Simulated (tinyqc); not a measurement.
Empirical pseudopotential in a few plane waves, step by step. Computed by tinyqc, a small Python program that keeps every step. Settings: plane-wave index or count = 15. Command: `OMP_NUM_THREADS=1 python tinyqc.py 22999 23000 out.jsonl` (the two numbers bound the seeds that draw the settings). One thread of a shared host (Intel(R) Xeon(R) Processor @ 2.60GHz), about 0.2 s of CPU time with the checks.

## Bloch Hamiltonian at G

Parameters chosen for this model: fcc lattice, atoms at +/- a/8 (1,1,1); form factors in rydberg at |G|^2 in units of (2 pi/a)^2:
```
parameter                 value      unit
a                      5.850000  angstrom
VS(3)                 -0.251000        Ry
VS(8)                  0.021000        Ry
VS(11)                 0.082000        Ry
VA(3)                         0        Ry
VA(4)                         0        Ry
VA(11)                        0        Ry
hbar^2/2m (2 pi/a)^2   4.395122        eV
```

k point G (2 pi / a): 0  0  0

Basis: the 15 shortest G (labels in 2 pi/a), the same at every k. H(G,G') = c |k + G|^2 delta + VS(|G-G'|^2) cos((G-G').tau) + i VA sin((G-G').tau), tau = a/8 (1,1,1); 1 Ry = 13.605693 eV.

H(k) at G (eV), lower triangle:
```
           +0+0+0     -1-1-1     -1-1+1     -1+1-1     -1+1+1     +1-1-1     +1-1+1     +1+1-1
+0+0+0   0.000000
-1-1-1   2.414790  13.185366
-1-1+1  -2.414790   0.000000  13.185366
-1+1-1  -2.414790   0.000000   0.285720  13.185366
-1+1+1  -2.414790  -0.285720   0.000000   0.000000  13.185366
+1-1-1  -2.414790   0.000000   0.285720   0.285720   0.000000  13.185366
+1-1+1  -2.414790  -0.285720   0.000000   0.000000   0.285720   0.000000  13.185366
+1+1-1  -2.414790  -0.285720   0.000000   0.000000   0.285720   0.000000   0.285720  13.185366
+1+1+1   2.414790   0.000000  -0.285720  -0.285720   0.000000  -0.285720   0.000000   0.000000
-2+0+0   0.000000  -2.414790  -2.414790  -2.414790   2.414790   0.788896  -0.788896  -0.788896
+0-2+0   0.000000  -2.414790  -2.414790   0.788896  -0.788896  -2.414790   2.414790  -0.788896
+0+0-2   0.000000  -2.414790   0.788896  -2.414790  -0.788896  -2.414790  -0.788896   2.414790
+0+0+2   0.000000  -0.788896   2.414790  -0.788896  -2.414790  -0.788896  -2.414790   0.788896
+0+2+0   0.000000  -0.788896  -0.788896   2.414790  -2.414790  -0.788896   0.788896  -2.414790
+2+0+0   0.000000  -0.788896  -0.788896  -0.788896   0.788896   2.414790  -2.414790  -2.414790

           +1+1+1     -2+0+0     +0-2+0     +0+0-2     +0+0+2     +0+2+0     +2+0+0
+1+1+1  13.185366
-2+0+0  -0.788896  17.580488
+0-2+0  -0.788896   0.285720  17.580488
+0+0-2  -0.788896   0.285720   0.285720  17.580488
+0+0+2  -2.414790  -0.285720  -0.285720   0.000000  17.580488
+0+2+0  -2.414790  -0.285720   0.000000  -0.285720   0.285720  17.580488
+2+0+0  -2.414790   0.000000  -0.285720  -0.285720   0.285720   0.285720  17.580488
```

## Levels at G

Diagonalise the Hermitian matrix.

eigenvalues (eV): -2.774033  8.418632  8.418632  8.418632  10.283768  12.899646  12.899646  12.899646  16.816558  17.009049  17.009049  22.061502  22.061502  22.061502  22.482123

## Bands along a path

The same steps at evenly spaced points between the labelled ones.

Bands along the path (eV), lowest eight:
```
k            band 1    band 2    band 3    band 4     band 5     band 6     band 7     band 8
L         -0.658663  2.410552  7.855608  7.855608  10.841616  14.112347  14.112347  17.642774
L-G 0.25  -1.343985  3.321945  7.829384  7.829384  10.893961  13.931963  13.931963  17.424095
L-G 0.50  -2.100123  4.974813  8.008578  8.008578  11.185742  13.721865  13.721865  15.065338
L-G 0.75  -2.601779  6.943393  8.277862  8.277862  11.235095  13.193507  13.204215  13.204215
G         -2.774033  8.418632  8.418632  8.418632  10.283768  12.899646  12.899646  12.899646
G-X 0.25  -2.543437  6.829099  8.046841  8.046841  11.864308  12.346679  13.646549  13.646549
G-X 0.50  -1.857398  4.745770  7.417581  7.417581  11.585202  12.761604  15.390582  15.390582
G-X 0.75  -0.733896  2.831302  7.018812  7.018812  11.258350  11.849059  17.632683  17.632683
X          0.795377  1.174403  7.024946  7.024946  11.141792  11.539979  20.224472  20.224472
```

With 4 band(s) filled, the highest filled level on these points lies at G and the lowest empty one at G: a gap of 1.8651 eV, direct. This holds for the small fixed basis; with all plane waves up to |k + G|^2 = 21 (2 pi/a)^2 the gap along the path is 2.52 eV.

## Convergence with the number of plane waves

Levels at G counted from the fourth one.

Levels (eV):
```
plane waves     level 1   level 5   level 8
9            -15.673680  0.000000  1.142878
15           -11.192665  1.865136  4.481014
27           -10.394799  2.663548  4.299897
51           -10.429014  2.931893  4.555520
59           -10.511052  2.942110  4.338592
65           -10.538919  2.942110  4.289744
89           -10.494255  2.920842  4.328595
```
